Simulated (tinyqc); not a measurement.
Inside a calculation: virtual-crystal alloy in the empirical-pseudopotential method. Values are carried at full precision from step to step, so a last printed digit may differ when a step is redone from the rounded ones.

Virtual crystal A(1-x)B(x): a = (1 - x) a_A + x a_B. Rule linear: V = (1 - x) V_A + x V_B. Rule volume: V = [(1 - x) a_A^3 V_A + x a_B^3 V_B]/a^3, since a form factor is an atomic potential divided by the cell volume.

Constants: hbar^2/2m0 = 3.80998211 eV angstrom^2; Ry = 13.60569312 eV.

Parameters, chosen for this exercise (classic local form factors of the size used for GaAs (A) and GaP (B), which place X and L only to a few tenths of an eV; the results hold for these values, not for the real material):
- a = (5.632, 5.44) angstrom (lattice constants of A, B)
- VSA = (-0.225, 0.01, 0.059) Ry (symmetric form factors of A)
- VAA = (0.07, 0.05, 0.009) Ry (antisymmetric form factors of A)
- VSB = (-0.222, 0.031, 0.072) Ry (symmetric form factors of B)
- VAB = (0.12, 0.069, 0.019) Ry (antisymmetric form factors of B)
- rule = linear (mixing rule)
- x = 0.22 (fraction of B)

## The virtual crystal

Form a, the two weights and the form factors.

a = 5.5898 angstrom

weights of A and B: [0.78000, 0.22000]

VS at 3, 8, 11 (Ry): [-0.22434, 0.01462, 0.06186]

VA at 3, 4, 11 (Ry): [0.08100, 0.05418, 0.01120]

## The six lowest plane waves at X

Empirical pseudopotential on the fcc lattice, atoms at +/- tau, tau = a (1,1,1)/8, no spin-orbit coupling. H(G,G') = c (2 pi/a)^2 |k + G|^2 delta + VS(q) cos(q.tau) + i VA(q) sin(q.tau), q = G - G', c = hbar^2/2m0; k and G in units of 2 pi/a; VS at |q|^2 = 3, 8, 11 and VA at 3, 4, 11, in rydberg, zero elsewhere. At each k the basis holds all G with |k + G|^2 up to 16; energies are counted from the fourth level at Gamma.

k = (1,0,0) with the small basis G = (0,0,0), (-2,0,0), (-1,1,1), (-1,-1,-1), (-1,1,-1), (-1,-1,1) in place of the full one.

H in this small basis (eV), rows 000, -200, -1+1+1, -1-1-1, -1+1-1, -1-1+1 and columns alike:
```
[[4.814, 0.737i, -2.158-0.779i, 2.158+0.779i, -2.158+0.779i, -2.158+0.779i],
 [-0.737i, 4.814, 2.158-0.779i, -2.158+0.779i, -2.158-0.779i, -2.158-0.779i],
 [-2.158+0.779i, 2.158+0.779i, 9.628, -0.199, 0.737i, 0.737i],
 [2.158-0.779i, -2.158-0.779i, -0.199, 9.628, -0.737i, -0.737i],
 [-2.158-0.779i, -2.158+0.779i, -0.737i, 0.737i, 9.628, 0.199],
 [-2.158-0.779i, -2.158+0.779i, -0.737i, 0.737i, 0.199, 9.628]]
```

## Levels in the small basis

Diagonalise; the gap between the fourth and fifth level is a first estimate of the direct gap at X.

levels (absolute scale of H) (eV): [-0.037, 4.442, 9.429, 9.429, 12.410, 12.467]

gap = 2.981 eV

The full basis gives 4.046 eV for this gap.

## The lowest conduction band along Gamma-X and at L

Full basis at each k.

Levels (eV):
```
k           band 3  band 4  band 5  band 6
L           -0.932  -0.932   1.812   4.959
(0.00,0,0)   0.000   0.000   1.739   4.524
(0.20,0,0)  -0.368  -0.368   3.002   3.960
(0.40,0,0)  -1.088  -1.088   2.952   4.268
(0.60,0,0)  -1.761  -1.761   2.188   3.403
(0.70,0,0)  -2.008  -2.008   1.935   2.864
(0.80,0,0)  -2.187  -2.187   1.783   2.432
(0.85,0,0)  -2.249  -2.249   1.741   2.266
(0.90,0,0)  -2.295  -2.295   1.719   2.135
(1.00,0,0)  -2.332  -2.332   1.714   2.019
```

On these points band 5 is lowest at (1.00,0,0), 1.714 eV above the valence top: in this model the gap is indirect, by a margin of 25 meV.

## Checks

- Fifth band at (0.85,0,0) against the equivalent point (0,0,-0.85), on the absolute scale of H (eV): both 10.8403.

(tinyqc, `OMP_NUM_THREADS=1 python tinyqc.py 1051349 1051350 out.jsonl`, Intel(R) Xeon(R) Processor @ 2.30GHz, 1 thread, shared host, about 0.3 s.)
